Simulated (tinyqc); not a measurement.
Sampled drift against the exact one: kinetic Monte Carlo and master equation for a particle on a ring of sites with traps and bias. Computed by tinyqc, a small Python program. Command: `OMP_NUM_THREADS=1 python tinyqc.py 3026797 3026798 out.jsonl kmc walk`. One thread of a shared host (Intel(R) Xeon(R) Processor @ 2.30GHz), about 0.06 s of CPU time with the checks.

5 sites on a ring, numbered 1 to 5. The saddle between i and i+1 lies at E0 + s b_i and site i at s eps_i; a force F tilts the landscape, with the saddle half-way.

Inputs (values chosen for the exercise, for a model defect):

| quantity | value | unit |
|---|---|---|
| reference barrier E0 | 0.67 | eV |
| scale factor s of the disorder | 1 | - |
| attempt frequency nu | 1.5 | THz |
| temperature T | 410 | K |
| site spacing a | 3.7 | angstrom |
| force F along the ring | 0.0012 | eV/angstrom |
| seed of the random numbers | 553331 | - |

Disorder: site traps.

site energies eps_i (eV): -0.051  0  0  0  0

saddle shifts b_i between sites i and i+1 (eV): 0  0  0  0  0

Constants: k_B = 8.617333262e-05 eV/K.

Method:
- Rates: k(i to i+1) = nu exp(-(E0 + s b_i - s eps_i - F a/2)/(k_B T)), k(i to i-1) = nu exp(-(E0 + s b_(i-1) - s eps_i + F a/2)/(k_B T)).
- Share right = k right/(k right + k left); mean stay = 1/(k right + k left).
- Master equation dP/dt = W P, W_(i+1,i) = k right, W_(i-1,i) = k left, columns summing to zero. The steady state is its null vector; drift v = a sum P_i (k right - k left). D = a^2 lambda''(0)/2, where lambda(q) is the leading eigenvalue of W with right hops weighted by exp(q) and left hops by exp(-q).
- The slowest relaxation rate is minus the real part of the next eigenvalue of W. 1 angstrom = 1e-8 cm.
- 400 independent walkers start on sites drawn with weights P_i (k right + k left), the steady shares of hops (random numbers not printed); the estimate is total displacement over total time, with its standard error from the spread between walkers.

occupations P_i: 0.514295  0.121426  0.121426  0.121426  0.121426

drift velocity v = 2.46237e-05 cm/s

Drift from sampling:

| hops per walker | estimate (cm/s) | standard error (cm/s) | deviation in standard errors |
|---|---|---|---|
| 10 | 2.2828e-05 | 5.8489e-06 | -0.3070 |
| 30 | 2.9797e-05 | 3.6070e-06 | 1.4342 |
| 100 | 2.5842e-05 | 1.9948e-06 | 0.6109 |
| 300 | 2.4217e-05 | 1.0710e-06 | -0.3800 |
| 1000 | 2.6538e-05 | 5.8995e-07 | 3.2457 |
| 3000 | 2.4378e-05 | 3.4781e-07 | -0.7052 |

The exact drift is 2.462e-5 cm/s. The standard error falls by a factor 3.38 from 100 to 1000 hops (sqrt10 = 3.16), and in the last row it is 1.4 % of the drift.

Extremes, crossings and ranges named in words are read from the listed rows.
